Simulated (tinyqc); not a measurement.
# MOSFET in the linear regime without short-channel effects, parameter extraction from computed curves: what changes with what

Inversion charge Q = Cox n Vt W0(exp((Vg - VT)/(n Vt))), W0 the Lambert function and n = nf; u = Q/Cox; mobility mu = mu0/(1 + th1 u + th2 u^2); channel resistance Rch = (L - dL)/(W mu Q); Id = Vd/(Rch + Rsd/W). Cox = eps0 eox/tox. Small Vd, no channel-length or drain effects.

Inputs (values chosen for the exercise); channel values of the order met in silicon transistors: temperature T = 300 K; relative permittivity of the gate insulator (close to hafnium oxide) eox = 22.1; insulator thickness tox = 22 nm; low-field mobility mu0 = 150 cm^2/(V s); first mobility attenuation factor th1 = 0.12 1/V; second mobility attenuation factor th2 = 0 1/V^2; threshold voltage VT = 0.6 V; body factor nf = 1.24; gate width W = 1 um; drawn gate length L = 0.063 um; drawn less effective length dL = 0.003 um; source plus drain resistance Rsd = 390 ohm um; drain voltage Vd = 0.025 V.

Constants: q = 1.602176634e-19 C, kB = 1.380649e-23 J/K, Vt = kB T/q, eps0 = 8.8541878128e-14 F/cm where lengths are in cm. Results are converted to the units shown.

Each table varies one quantity; the others keep the values above.

## Extraction methods against the body factor

From the continuous curve Id(Vg): tangent at peak gm (V_ext = Vg - Id/gm); constant current Id = 0.1 uA W/L; peak of d2Id/dVg2; Y = Id/sqrt(gm) drawn through Vg = VT + 0.6 and VT + 0.8 V, with intercept VT_Y and slope s. Mobilities gm,max L/(W Cox Vd) and s^2 L/(W Cox Vd) with the drawn L. Last column: share of Rsd/W in the total resistance at VT + 0.8 V.

Result of one run:

| nf | V_ext (V) | constant current (V) | second derivative (V) | VT_Y (V) | mobility from gm (cm^2/(V s)) | mobility from Y (cm^2/(V s)) | series share (%) |
|---|---|---|---|---|---|---|---|
| 1.5 | 0.586 | 0.619 | 0.584 | 0.646 | 95.3 | 139 | 35.5 |

What becomes of these results when the body factor nf is changed from 1.5 to 1.3, all else the same?

Result of the changed run:

| nf | V_ext (V) | constant current (V) | second derivative (V) | VT_Y (V) | mobility from gm (cm^2/(V s)) | mobility from Y (cm^2/(V s)) | series share (%) |
|---|---|---|---|---|---|---|---|
| 1.3 | 0.591 | 0.625 | 0.587 | 0.645 | 98.4 | 141 | 35.8 |

The whole series:

| nf | V_ext (V) | constant current (V) | second derivative (V) | VT_Y (V) | mobility from gm (cm^2/(V s)) | mobility from Y (cm^2/(V s)) | series share (%) |
|---|---|---|---|---|---|---|---|
| 1 | 0.597 | 0.633 | 0.591 | 0.643 | 104 | 145 | 36.3 |
| 1.1 | 0.595 | 0.630 | 0.590 | 0.644 | 102 | 144 | 36.2 |
| 1.2 | 0.593 | 0.628 | 0.589 | 0.645 | 100 | 143 | 36.0 |
| 1.3 | 0.591 | 0.625 | 0.587 | 0.645 | 98.4 | 141 | 35.8 |
| 1.4 | 0.589 | 0.622 | 0.586 | 0.646 | 96.8 | 140 | 35.7 |
| 1.5 | 0.586 | 0.619 | 0.584 | 0.646 | 95.3 | 139 | 35.5 |
| 1.6 | 0.584 | 0.615 | 0.583 | 0.646 | 93.9 | 138 | 35.4 |
| 1.7 | 0.582 | 0.612 | 0.581 | 0.646 | 92.5 | 136 | 35.3 |

The model has VT = 0.6 V and mu0 = 150 cm^2/(V s). Over the table the extracted thresholds move by 15 mV (tangent), 21 mV (constant current), 10 mV (second derivative), 3.9 mV (Y function). The mobility from gm falls from 104 to 92.5 and that from Y falls from 145 to 136 cm^2/(V s).

## Extraction methods against the source plus drain resistance

Same model as above.

Results:

| Rsd (ohm um) | V_ext (V) | constant current (V) | second derivative (V) | VT_Y (V) | mobility from gm (cm^2/(V s)) | mobility from Y (cm^2/(V s)) | series share (%) |
|---|---|---|---|---|---|---|---|
| 0 | 0.629 | 0.625 | 0.593 | 0.645 | 133 | 142 | 0 |
| 50 | 0.617 | 0.625 | 0.593 | 0.645 | 125 | 142 | 6.71 |
| 100 | 0.611 | 0.625 | 0.592 | 0.645 | 119 | 142 | 12.6 |
| 200 | 0.602 | 0.626 | 0.590 | 0.645 | 110 | 142 | 22.3 |
| 800 | 0.580 | 0.628 | 0.584 | 0.645 | 84.8 | 142 | 53.5 |
| 1500 | 0.569 | 0.631 | 0.578 | 0.645 | 70.4 | 142 | 68.3 |

Estimate the missing row, Rsd = 400 ohm um.

Computed row:

| Rsd (ohm um) | V_ext (V) | constant current (V) | second derivative (V) | VT_Y (V) | mobility from gm (cm^2/(V s)) | mobility from Y (cm^2/(V s)) | series share (%) |
|---|---|---|---|---|---|---|---|
| 400 | 0.592 | 0.627 | 0.588 | 0.645 | 98.9 | 142 | 36.5 |

With this row back in the table: The model has VT = 0.6 V and mu0 = 150 cm^2/(V s). Over the table the extracted thresholds move by 60 mV (tangent), 6.2 mV (constant current), 15 mV (second derivative), under 0.5 mV (Y function). The mobility from gm falls from 133 to 70.4 and that from Y stays near 142 cm^2/(V s). Y cancels the series resistance, which multiplies Id and sqrt(gm) by the same factor.

Program tinyqc, `OMP_NUM_THREADS=1 python tinyqc.py 2210049 2210050 out.jsonl`; Intel Xeon 2.30GHz, shared host, one thread, about 0.01 s.
